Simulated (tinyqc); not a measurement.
Inside a calculation. Model: global model of a low-pressure process discharge: electron temperature, density, ion flux and ion energy. Computed by tinyqc, a small Python program that keeps every step. Command: `OMP_NUM_THREADS=1 python tinyqc.py 3110579 3110580 out.jsonl plasma walk`. One thread of a shared host (Intel(R) Xeon(R) Processor @ 2.30GHz), about 0.01 s of CPU time with the checks. Intermediate numbers are printed to about 5 digits and carried at full precision; extremes and crossings named in words are read from the listed rows.

Maxwellian electrons with temperature T_e in eV, one positive ion, no negative ions, uniform bulk density n; rate constants have the Arrhenius form.

Inputs (values chosen for the exercise, of the order of those of an inductive discharge in a simple atomic gas):

| quantity | value | unit |
|---|---|---|
| ion mass M | 19 | u |
| ionisation prefactor K0 | 6e-14 | m^3/s |
| ionisation energy E_iz | 13 | eV |
| excitation prefactor X0 | 2.4e-14 | m^3/s |
| excitation energy E_ex | 8.93 | eV |
| elastic rate constant K_el | 8.8e-14 | m^3/s |
| ion-neutral cross section | 1e-18 | m^2 |
| pressure p | 1.1 | Pa |
| gas temperature T_g | 400 | K |
| radius R | 22 | cm |
| height L | 7.5 | cm |
| absorbed power P | 2900 | W |
| bias power P_b | 27 | W |
| radius of the biased electrode | 5 | cm |
| bias frequency | 27 | MHz |
| mixing | 0.3 | - |

Constants: k_B = 1.380649e-23 J/K; e = 1.602176634e-19 C; u = 1.6605390666e-27 kg; m_0 = 9.1093837015e-31 kg; eps_0 = 8.8541878128e-12 F/m.

## Geometry factors

n_g = p/(k_B T_g); lambda_i = 1/(n_g sigma); h_L = 0.86/sqrt(3 + L/(2 lambda_i)), h_R = 0.8/sqrt(4 + R/lambda_i); A_eff = 2 pi R^2 h_L + 2 pi R L h_R; d_eff = pi R^2 L/A_eff.

gas density n_g = 1.9918e+20 1/m^3

ion mean free path = 0.50205 cm

h_L = 0.26579

h_R = 0.11569

A_eff = 928.22 cm^2

d_eff = 12.286 cm

## A fixed-point cycle for T_e

Particle balance: K0 exp(-E_iz/T_e) n_g d_eff = u_B, u_B = sqrt(e T_e/M). Cycle: T_out = T sqrt(loss/creation) with loss/creation = u_B/(K0 exp(-E_iz/T) n_g d_eff); T -> T + mixing (T_out - T), kept between 0.3 and 60 eV, from 3 eV; stop at |T_out - T| < 1e-9 eV or after 60 steps.

Course:

| step | T (eV) | T_out (eV) | residual (eV) |
|---|---|---|---|
| 0 | 3.0000 | 1.3502 | -1.6498e+00 |
| 1 | 2.5051 | 1.6536 | -8.5145e-01 |
| 2 | 2.2496 | 1.9409 | -3.0874e-01 |
| 3 | 2.1570 | 2.0848 | -7.2230e-02 |
| 4 | 2.1353 | 2.1226 | -1.2782e-02 |
| 5 | 2.1315 | 2.1294 | -2.0816e-03 |
| 6 | 2.1309 | 2.1305 | -3.3373e-04 |
| 7 | 2.1308 | 2.1307 | -5.3366e-05 |
| 8 | 2.1308 | 2.1307 | -8.5303e-06 |
| 9 | 2.1308 | 2.1308 | -1.3634e-06 |
| 10 | 2.1308 | 2.1308 | -2.1792e-07 |
| 11 | 2.1308 | 2.1308 | -3.4830e-08 |
| 12 | 2.1308 | 2.1308 | -5.5669e-09 |
| 13 | 2.1308 | 2.1308 | -8.8977e-10 |

last residual = 8.8977e-10 eV

Converged in 14 steps.

## Electron temperature

Root found by bracketing.

T_e = 2.1308 eV

Bohm velocity u_B = 3289.4 m/s

K_iz = 1.3442e-16 m^3/s

## Energy per pair and density

E_c = E_iz + (X0 exp(-E_ex/T_e) E_ex + K_el (3 m_0/M) T_e)/K_iz; wall potential V_s = (T_e/2) ln(M/(2 pi m_0)); E_T = E_c + 2 T_e + T_e/2 + V_s; n = P/(e u_B A_eff E_T); ion current density J = e h_L n u_B; ionised share n/n_g.

collisional loss per pair E_c = 37.246 eV

wall potential V_s = 9.1779 V

E_T = 51.751 eV

plasma density n = 1.1455e+12 1/cm^3

ion current density J = 16.046 mA/cm^2

ionised share = 0.0057511

Collisions take 72 % of the power and the walls the rest. T_e came from the particle balance alone; the power sets only n.

## Biased electrode

All bias power goes to ions: V_b = P_b/(J pi r^2). Debye length at the sheath edge lambda_D = sqrt(eps_0 T_e/(e h_L n)); Child-law sheath s = (sqrt2/3) lambda_D (2 V/T_e)^(3/4), V = V_b + V_s; ion transit time tau_i = 3 s sqrt(M/(2 e V)); collisions in the sheath s/lambda_i.

bias voltage V_b = 21.424 V

lambda_D = 19.666 micrometre

sheath width s = 0.11503 mm

ion transit time = 19.574 ns

transit time over bias period = 0.52849

s/lambda_i = 0.022911

The sheath is nearly free of collisions.

## Pressure series at fixed power

n_g = p/(k_B T_g), lambda_i = 1/(n_g sigma), K_iz = K0 exp(-E_iz/T_e), h_L = 0.86/sqrt(3 + L/(2 lambda_i)), h_R = 0.8/sqrt(4 + R/lambda_i), A_eff = 2 pi R^2 h_L + 2 pi R L h_R and d_eff = pi R^2 L/A_eff follow p. E_c = E_iz + (X0 exp(-E_ex/T_e) E_ex + K_el (3 m_0/M) T_e)/K_iz; E_T = E_c + (5/2) T_e + (T_e/2) ln(M/(2 pi m_0)); n = P/(e u_B A_eff E_T); J = e h_L n u_B. Pressures without a root below 2 E_iz are left out.

Against pressure:

| p (Pa) | T_e (eV) | E_c (eV) | E_T (eV) | n (1/cm^3) | J (mA/cm^2) |
|---|---|---|---|---|---|
| 0.1 | 4.7799 | 21.38 | 53.92 | 4.1121e+11 | 14.554 |
| 0.2 | 3.5453 | 24.28 | 48.41 | 5.9040e+11 | 16.534 |
| 0.5 | 2.6273 | 29.86 | 47.75 | 8.6217e+11 | 17.159 |
| 1.0 | 2.1815 | 36.18 | 51.03 | 1.1087e+12 | 16.250 |
| 2.0 | 1.8560 | 45.27 | 57.90 | 1.3892e+12 | 14.432 |
| 5.0 | 1.5443 | 63.72 | 74.24 | 1.7827e+12 | 11.316 |
| 10.0 | 1.3685 | 85.23 | 94.55 | 2.0634e+12 | 8.901 |
| 20.0 | 1.2283 | 117.32 | 125.68 | 2.2947e+12 | 6.702 |

T_e falls from 4.78 to 1.23 eV, n changes by a factor 5.6 and J by 0.46; in J = P h_L/(A_eff E_T), E_T changes by a factor 2.33 and is least at 0.5 Pa, between wall losses at high T_e and excitation losses at low T_e.

Checks made by the program: cycle against bracketing (relative difference 1e-10).
